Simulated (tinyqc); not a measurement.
Metal gate on a two-layer dielectric stack with fixed charge and a dipole: one step of the calculation.

Gate, layer 2, layer 1, p-type semiconductor; x runs from the gate inwards. Charges are counted in units of +q. psi is the band bending at the surface, positive towards inversion. Classical charge, Boltzmann statistics, no interface traps.

Task. Charge in the semiconductor. ni = sqrt(Nc Nv) exp(-Eg/(2 Vt)), Eg in volts. Qs = -sign(psi) sqrt(2 q eps0 eps_r Na Vt [exp(-u) + u - 1 + (ni/Na)^2 (exp(u) - u - 1)]), u = psi/Vt.

Values chosen for this exercise; band and dielectric values close to those of In0.53Ga0.47As, layer 1 close to silicon dioxide, layer 2 close to hafnium oxide: temperature T = 300 K; band gap Eg = 0.748 eV; relative permittivity eps_r = 14.1; conduction-band density of states at T Nc = 2.12e17 cm^-3; valence-band density of states at T Nv = 7.68e18 cm^-3; acceptor density Na = 1.2e17 cm^-3; band bending psi of the working point ps = 0.708 V.

Constants: q = 1.602176634e-19 C, kB = 1.380649e-23 J/K, Vt = kB T/q, eps0 = 8.8541878128e-14 F/cm where lengths are in cm. Results are converted to the units shown.

Give: Qs.

Result.

Qs = -0.2502 uC/cm^2

The surface is in strong inversion: psi exceeds 2 Vt ln(Na/ni) = 0.626 V.

Program tinyqc, `OMP_NUM_THREADS=1 python tinyqc.py 2010115 2010116 out.jsonl`; Intel Xeon 2.30GHz, shared host, one thread, about 0.01 s.
